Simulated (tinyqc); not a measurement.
Gaps across the alloy: alloy A(1-x)B(x) by interpolation with bowing.

Each gap follows E(x) = (1 - x) E_A + x E_B - C x (1 - x); the lattice constant follows Vegard, a(x) = (1 - x) a_A + x a_B.

Constants: hc = 1239.841984 eV nm.

Parameters, chosen for this exercise (A near GaAs, B near GaSb; the results hold for these values, not for the real material):

| symbol | value | unit | meaning |
|---|---|---|---|
| a | (5.646, 6.089) | angstrom | lattice constant of A, B |
| Eg | (1.515, 0.818) | eV | gap at Gamma to the s-like level of A, B |
| EgX | (1.959, 1.152) | eV | gap to the lowest valley along Gamma-X of A, B |
| EgL | (1.791, 0.875) | eV | gap to L of A, B |
| C | (1.615, 1.348, 1.053) | eV | bowing of the Gamma, X and L gaps |

Eleven compositions.

Gaps (eV):

| x | a (angstrom) | Gamma | X | L | lowest | wavelength (nm) |
|---|---|---|---|---|---|---|
| 0.0 | 5.6460 | 1.515 | 1.959 | 1.791 | Gamma | 818 |
| 0.1 | 5.6903 | 1.300 | 1.757 | 1.605 | Gamma | 954 |
| 0.2 | 5.7346 | 1.117 | 1.582 | 1.439 | Gamma | 1110 |
| 0.3 | 5.7789 | 0.967 | 1.434 | 1.295 | Gamma | 1282 |
| 0.4 | 5.8232 | 0.849 | 1.313 | 1.172 | Gamma | 1461 |
| 0.5 | 5.8675 | 0.763 | 1.218 | 1.070 | Gamma | 1625 |
| 0.6 | 5.9118 | 0.709 | 1.151 | 0.989 | Gamma | 1748 |
| 0.7 | 5.9561 | 0.688 | 1.111 | 0.929 | Gamma | 1802 |
| 0.8 | 6.0004 | 0.699 | 1.098 | 0.890 | Gamma | 1774 |
| 0.9 | 6.0447 | 0.742 | 1.111 | 0.872 | Gamma | 1670 |
| 1.0 | 6.0890 | 0.818 | 1.152 | 0.875 | Gamma | 1516 |

What does the comparison show, and why?

The lowest valley is Gamma at every x. The Gamma gap has a minimum inside the range, 0.688 eV at x = (C - (E_B - E_A))/(2C) = 0.716, since the bowing exceeds the difference of the end gaps.

Run: tinyqc, `OMP_NUM_THREADS=1 python tinyqc.py 1080553 1080554 out.jsonl`; Intel(R) Xeon(R) Processor @ 2.30GHz, one thread, shared host; about 0.01 s of CPU time with all checks.
